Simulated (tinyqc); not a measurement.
Inside a calculation: three-band tight binding of a dichalcogenide monolayer. Values are carried at full precision from step to step, so a last printed digit may differ when a step is redone from the rounded ones.

Basis dz2, dxy, dx2-y2 on a triangular lattice, nearest neighbours; alpha = kx a/2, beta = sqrt3 ky a/2. h0 = e1 + 2 t0 (cos 2alpha + 2 cos alpha cos beta); h1 = -2 sqrt3 t2 sin alpha sin beta + 2i t1 (sin 2alpha + sin alpha cos beta); h2 = 2 t2 (cos 2alpha - cos alpha cos beta) + 2i sqrt3 t1 cos alpha sin beta; h11 = e2 + 2 t11 cos 2alpha + (t11 + 3 t22) cos alpha cos beta; h22 = e2 + 2 t22 cos 2alpha + (3 t11 + t22) cos alpha cos beta; h12 = sqrt3 (t22 - t11) sin alpha sin beta + 4i t12 sin alpha (cos alpha - cos beta) + i lam sz. H = [[h0, h1, h2], [., h11, h12], [., ., h22]], Hermitian; the lowest band of each spin is filled. K = (4 pi/3a, 0), M = (pi/a, pi/(sqrt3 a)).

Parameters, chosen for this exercise (near a published set for monolayer WSe2; the results hold for these values, not for the real material):
```
symbol  value         unit        meaning
a       3.333         angstrom    lattice constant
e1      0.937         eV          level of dz2
e2      2.19          eV          level of dxy and dx2-y2
t0      -0.207        eV          hopping
t1      0.449         eV          hopping
t2      0.492         eV          hopping
t11     0.26          eV          hopping
t12     0.331         eV          hopping
t22     0.034         eV          hopping
lam     0.224         eV          spin-orbit constant
sz      -1                        spin
k       (0.32, 0.04)  1/angstrom  wave vector
```

## H at one k

Form alpha, beta and the matrix.

alpha, beta (rad): 0.53328  0.11546

H (eV):
```
                    z2               xy            x2-y2
z2              0.0287  -0.0998+1.2397i  -0.3663+0.1543i
xy     -0.0998-1.2397i           2.7509  -0.0229-0.3130i
x2-y2  -0.3663-0.1543i  -0.0229+0.3130i           2.9192
```

## Levels and weights

Diagonalise H.

levels (eV): -0.5203  2.9001  3.3189

weights:
```
       band 1  band 2  band 3
z2      0.849   0.071   0.080
xy      0.132   0.148   0.720
x2-y2   0.019   0.781   0.200
```

## Closed forms at K and Gamma

Three-band model of dz2 (level e1) and dxy, dx2-y2 (level e2), spin sz = +/-1; t1 and t2 drop out at these points. At K: e2 - (3/2)(t11 + t22) - 3 sqrt3 t12 + lam sz (valence), e1 - 3 t0 (conduction), e2 - (3/2)(t11 + t22) + 3 sqrt3 t12 - lam sz. At Gamma: e1 + 6 t0 (valence) and e2 + 3 (t11 + t22) -/+ lam.

Levels (eV):
```
point          band 1  band 2  band 3
K, spin up     0.2531  1.5580  3.2449
K, spin down  -0.1949  1.5580  3.6929
Gamma         -0.3050  2.8480  3.2960
```

smallest direct gap at K = 1.3049 eV
Ev(K) - Ev(Gamma) = 0.5581 eV

Of the two points, the valence band is higher at K, by 558 meV. The dz2 conduction state at K has no atomic orbital angular momentum (Lz = 0) and is not split at this order.

## Bands for both spins

The two lowest bands at the points named.

Levels (eV):
```
k           v, up   c, up  v, down  c, down
G         -0.3050  2.8480  -0.3050   2.8480
G-K 0.25  -0.4792  2.8029  -0.5131   2.9060
G-K 0.5   -0.6080  2.7460  -0.7594   2.9516
G-K 0.6   -0.5490  2.7948  -0.7528   2.7798
G-K 0.75  -0.2916  2.3755  -0.5783   2.2452
G-K 0.9    0.1088  1.7481  -0.2877   1.7013
K          0.2531  1.5580  -0.1949   1.5580
K-M 0.5   -0.2461  2.1863  -0.5051   2.0702
M         -0.5794  2.3316  -0.5794   2.3316
M-G 0.5   -0.6485  2.6671  -0.6485   2.6671
```

The spins are degenerate from M to Gamma, since a vertical mirror plane holds this line and flips sz, and the valence splitting is largest at K (448 meV). The lowest conduction level listed is at K. With nearest neighbours alone the model is made for the neighbourhood of K.

## Checks

- Closed forms at K against the matrix: they agree to 1e-10 or better.

Program tinyqc; command `OMP_NUM_THREADS=1 python tinyqc.py 1450613 1450614 out.jsonl`; about 0.01 s on one thread of a shared Intel(R) Xeon(R) Processor @ 2.30GHz.
